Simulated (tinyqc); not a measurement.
A ladder of methods, and size consistency: correlation methods against full CI in the sto-3g basis, for BeH2, spin multiplicity 1. Computed by the program tinyqc with PySCF. 

Geometry (angstrom):
```
atom,x,y,z
Be,0.0000,0.0000,0.0000
H,0.0000,1.4140,0.0000
H,0.0000,-1.3630,0.0000
```

RHF energy of one = -15.553744 hartree

All electrons correlated; +Q is the Davidson correction (1 - c0^2) E_corr. The last columns treat two copies 100 angstrom apart as one system. FCI is the lowest singlet.

Correlation energies (hartree):
```
method,E_corr of one,share of FCI (%),E_corr of two at 100 angstrom,two minus twice one (mhartree)
MP2,-0.024710,65.4651,-0.049419,0.0000
CISD,-0.036854,97.6390,-0.071682,2.0246
CISD+Q,-0.037926,100.4805,-0.075508,0.3444
CCSD,-0.037295,98.8091,-0.074590,0.0000
CCSD(T),-0.037532,99.4376,-0.075065,0.0000
FCI,-0.037745,100.0000,-,-
```

MP2 recovers 65 %, CISD 97.6 % and CCSD 98.8 % of the FCI value (c0^2 = 0.971 in CISD). MP2 and coupled cluster are size consistent, so their last column vanishes; CISD loses 2.02 mhartree, since a double excitation on each copy is a quadruple of the pair, and the Davidson correction leaves +0.34.
